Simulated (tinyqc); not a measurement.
Strain-driven roughening and islands of a mismatched epitaxial film: one step, computed by the program tinyqc. Command: `OMP_NUM_THREADS=1 python tinyqc.py 3012591 3012592 out.jsonl island walk`. One thread of a shared host (Intel(R) Xeon(R) Processor @ 2.30GHz), about 0.01 s of CPU time with the checks.

Film and substrate share isotropic elastic constants; the film is coherent and biaxially strained.

Task: Asaro-Tiller-Grinfeld instability. A ripple A cos(k x) has the surface chemical potential per volume [gamma k^2 - 2 (1 + nu) w k] A cos(k x), so k_c = 2 (1 + nu) w/gamma. With surface diffusion the amplitude grows at the rate q = B k^2 [2 (1 + nu) w k - gamma k^2], fastest at k_m = (3/4) k_c. B is the surface mobility.

Inputs (values chosen for the exercise, modelled on InAs on InP): Poisson ratio nu = 0.29; surface energy gamma = 0.694 J/m^2; surface mobility D_s nu_s Omega^2/(k_B T) = 3.8e-32 m^6/(J s).

Transport: surface diffusion.

energy density w = 98.88335 MJ/m^3

Give: k_c; critical wavelength; fastest wavelength; growth time 1/q at k_m.

Result:

k_c = 0.36761 1/nm

critical wavelength = 17.092 nm

fastest wavelength = 22.790 nm

growth time 1/q at k_m = 0.019688 s
